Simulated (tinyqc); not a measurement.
Schottky barriers and band offsets from neutrality levels: one step. Barrier of a metal contact.

Pinning factor S = 1/(1 + 0.1 (eps - 1)^2); depth of the neutrality level below vacuum PhiN = chi + Eg - EN. Barrier for electrons phi_n = S (WM - PhiN) + (PhiN - chi), for holes phi_p = Eg - phi_n; effective work function PhiN + S (WM - PhiN).

Values chosen for the exercise:
- Eg1 = 1.13 eV (gap of material 1, near Si)
- chi1 = 4.13 eV (its electron affinity)
- eps1 = 12.01 (its optical dielectric constant)
- EN1 = 0.3 eV (its neutrality level above the valence top)
- WM = 5.09 eV (work function of a metal)

Problem. Compare with the Schottky-Mott value WM - chi (S = 1) and full pinning (S = 0).
Give: S; PhiN; phi_n; phi_p; phi_n for S = 1 and S = 0.

Solution.

S = 0.0762
PhiN = 4.960 eV
phi_n = 0.840 eV
phi_p = 0.290 eV
phi_n for S = 1 and S = 0 (eV): 0.960  0.830

The barrier lies 8 % of the way from the pinned to the Schottky-Mott value.

(tinyqc, `OMP_NUM_THREADS=1 python tinyqc.py 1850786 1850787 out.jsonl`, Intel(R) Xeon(R) Processor @ 2.30GHz, 1 thread, shared host, about 0.01 s.)
